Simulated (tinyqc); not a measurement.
# From Ge-Ge peak back to degree of relaxation R

Model: composition and strain of an epitaxial Si(1-x)Ge(x) layer from Raman and X-ray peaks. Computed by tinyqc, a small Python program. Command: `OMP_NUM_THREADS=1 python tinyqc.py 3015504 3015505 out.jsonl epiraman inv`. One thread of a shared host (Intel(R) Xeon(R) Processor @ 2.30GHz), about 0.01 s of CPU time with the checks.

A (001) layer, biaxially strained in the plane. The Raman peaks follow empirical lines omega = w0 + c1 x + c3 x^3 + b eps (c3 for Si-Ge alone), with eps the in-plane strain.

Inputs (values chosen for the exercise, modelled on silicon-germanium):
```
quantity                     value      unit
Ge fraction x                 0.22         -
lattice constant of Si       5.431  angstrom
lattice constant of Ge       5.658  angstrom
bowing B                     0.027  angstrom
2 C12/C11 of Si              0.765         -
2 C12/C11 of Ge              0.757         -
Si-Si: w0                    520.7      1/cm
Si-Si: c1                    -68.8      1/cm
Si-Si: strain coefficient b   -746      1/cm
Si-Ge: w0                    399.9      1/cm
Si-Ge: c1                     24.9      1/cm
Si-Ge: c3                      -35      1/cm
Si-Ge: strain coefficient b   -602      1/cm
Ge-Ge: w0                    280.5      1/cm
Ge-Ge: c1                     20.2      1/cm
Ge-Ge: strain coefficient b   -443      1/cm
```

Substrate: germanium.

Method:
- Relaxed lattice constant a(x) = a_Si + (a_Ge - a_Si) x - B x (1 - x).
- In-plane constant a_par = a_sub + R (a(x) - a_sub); eps = a_par/a(x) - 1; eps_perp = -(2 C12/C11) eps with 2 C12/C11 linear in x; a_perp = a(x) (1 + eps_perp).
- Insert x and eps in the three lines; the strain part is b eps.

Problem. A run gave the result below. Find the degree of relaxation R, known to lie between 0.57 and 0.9.

Ge-Ge peak = 283.023 1/cm

Solution.

Each step takes the trial c = (a f_b - b f_a)/(f_b - f_a), f being the result less the target and a, b, c the logarithms of the listed values; c replaces end b, the old b replaces a if the sign of f changed, and otherwise f_a is halved.

Scan of the range:
```
degree of relaxation R  Ge-Ge peak (1/cm)
0.570                             278.624
0.615                             279.285
0.664                             280.006
0.716                             280.770
0.773                             281.608
0.834                             282.504
0.900                             283.474
```

False position (Illinois rule, in the logarithm of the input) inside the bracket:
```
step     end a     end b     trial  Ge-Ge peak (1/cm)
1     0.834000  0.900000  0.868675            283.014
2     0.900000  0.868675  0.869290            283.023
3     0.900000  0.869290  0.869311            283.023
4     0.869290  0.869311  0.869301            283.023
```

Ge-Ge peak rises at every point of a 13-point scan of the range (every second point is shown), so one value fits; it is bracketed by 0.834 and 0.900. The scan shows a straight line, so linear interpolation between any two rows gives the answer at once. Answer: degree of relaxation R = 0.8693.
